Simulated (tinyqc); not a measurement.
p-type polysilicon, carrier trapping at grain boundaries: effect of the doping.

One-dimensional grains of size Lg, uniform ionised doping N, monovalent traps Qt at each boundary at a depth Et below (for electrons) or above (for holes) the band edge there, abrupt depletion of width W on each side of a boundary, Boltzmann statistics. xi is the distance from the band edge at the grain centre to the Fermi level. Trapped charge Qt/(1 + exp((xi + VB - Et)/Vt)) = 2 N W, barrier VB = q N W^2/(2 eps0 eps_r).

If the trap equation with xi = Vt ln(NB/N) has a root W < Lg/2, the grain is partly depleted; otherwise W = Lg/2 and the trap equation gives xi = Et - VB + Vt ln(Qt/(N Lg) - 1). N* = Qt/Lg. n0 = NB exp(-xi/Vt); mean density n0 (1 - 2 W/Lg) by charge balance in a partly depleted grain, and n0 (sqrt(pi)/2) erf(u)/u with u = sqrt(VB/Vt) in a fully depleted one; v = sqrt(kB T/(2 pi ms m0)); barrier resistivity Vt exp(VB/Vt)/(q fe n0 v Lg); grain resistivity (1 - 2 W/Lg)/(q n0 mug); effective mobility 1/(q mean density total resistivity). Rows with xi above 0.45 V, towards mid-gap, are left out, since the other carrier type is ignored.

Values chosen for this exercise; values of the order met in polycrystalline silicon:
```
symbol    value        unit                                                              meaning
T           250           K                                                          temperature
eps_r      11.7                                                            relative permittivity
NB      2.02e19       cm^-3                                  valence-band density of states at T
Lg          100          nm                                                           grain size
Qt         5e11       cm^-2                                     trap density of a grain boundary
Et          0.3          eV  depth of the trap level from the majority band edge at the boundary
ms         0.38          m0                                         mass for thermionic emission
fe          0.5                                           correction factor of the emission rate
mug          82  cm^2/(V s)                                           mobility inside the grains
```

Constants: q = 1.602176634e-19 C, kB = 1.380649e-23 J/K, m0 = 9.1093837015e-31 kg, Vt = kB T/q, eps0 = 8.8541878128e-14 F/cm where lengths are in cm. Results are converted to the units shown.

Result of one run:

| N (cm^-3) | N/N* | depleted share 2 W/Lg | VB (V) | xi (V) | mean density (cm^-3) | resistivity (ohm cm) | effective mobility (cm^2/(V s)) |
|---|---|---|---|---|---|---|---|
| 1.1e16 | 0.2200 | 1.000 | 0.02127 | 0.3060 | 1.026e13 | 1323 | 459.8 |

What becomes of these results when the doping N is changed from 1.1e16 to 2.3e16 cm^-3, all else the same?

Result of the changed run:

| N (cm^-3) | N/N* | depleted share 2 W/Lg | VB (V) | xi (V) | mean density (cm^-3) | resistivity (ohm cm) | effective mobility (cm^2/(V s)) |
|---|---|---|---|---|---|---|---|
| 2.3e16 | 0.4600 | 1.000 | 0.04446 | 0.2590 | 7.175e13 | 437.9 | 198.7 |

The whole series:

| N (cm^-3) | N/N* | depleted share 2 W/Lg | VB (V) | xi (V) | mean density (cm^-3) | resistivity (ohm cm) | effective mobility (cm^2/(V s)) |
|---|---|---|---|---|---|---|---|
| 2.5e15 | 0.05000 | 1.000 | 0.004833 | 0.3586 | 1.109e12 | 7087 | 794.4 |
| 5.3e15 | 0.1060 | 1.000 | 0.01025 | 0.3357 | 2.975e12 | 3146 | 666.8 |
| 1.1e16 | 0.2200 | 1.000 | 0.02127 | 0.3060 | 1.026e13 | 1323 | 459.8 |
| 2.3e16 | 0.4600 | 1.000 | 0.04446 | 0.2590 | 7.175e13 | 437.9 | 198.7 |
| 4.9e16 | 0.9800 | 0.9925 | 0.09332 | 0.1297 | 3.663e14 | 10.49 | 1624 |
| 1e17 | 2.000 | 0.4992 | 0.04817 | 0.1144 | 5.008e16 | 1.013 | 123.1 |
| 2.2e17 | 4.400 | 0.2272 | 0.02196 | 0.09737 | 1.700e17 | 0.3524 | 104.2 |
| 4.5e17 | 9.000 | 0.1111 | 0.01074 | 0.08195 | 4.000e17 | 0.1750 | 89.14 |
| 9.5e17 | 19.00 | 0.05263 | 0.005087 | 0.06586 | 9.000e17 | 0.08490 | 81.68 |
| 2e18 | 40.00 | 0.02500 | 0.002417 | 0.04982 | 1.950e18 | 0.04088 | 78.29 |

As N goes from 2.5e15 to 2e18, VB goes from 0.00483 through a maximum of 0.0933 (at N = 4.9e16 among the rows listed) to 0.00242 V, the resistivity falls from 7090 to 0.0409 ohm cm and the effective mobility moves up and down between 78.3 and 1620 cm^2/(V s). The steepest fall of the resistivity among the rows, as N^(-4.9), lies between N = 2.3e16 and 4.9e16 cm^-3; N* = 5.00e16 cm^-3. While the grain is fully depleted VB grows as N; once the traps are full it falls as 1/N. For N = 2e18 xi is under 2.5 Vt, where Boltzmann statistics begin to fail. For N = 2.5e15, 5.3e15, 1.1e16, 4.5e17, 9.5e17, 2e18 VB is below Vt, where abrupt depletion and thermionic emission are rough. For N = 4.9e16 the grain is near the changeover between partial and full depletion, within a few Debye lengths, where both limits are rough. For N = 2.5e15, 5.3e15, 1.1e16, 2.3e16, 4.9e16, 1e17, 2.2e17, 4.5e17 the effective mobility exceeds mug, since drift through the depleted part of the grain is left out.

Computed by the program tinyqc: `OMP_NUM_THREADS=1 python tinyqc.py 2830169 2830170 out.jsonl`, one thread of a shared Intel Xeon 2.30GHz, about 0.01 s for the whole run.
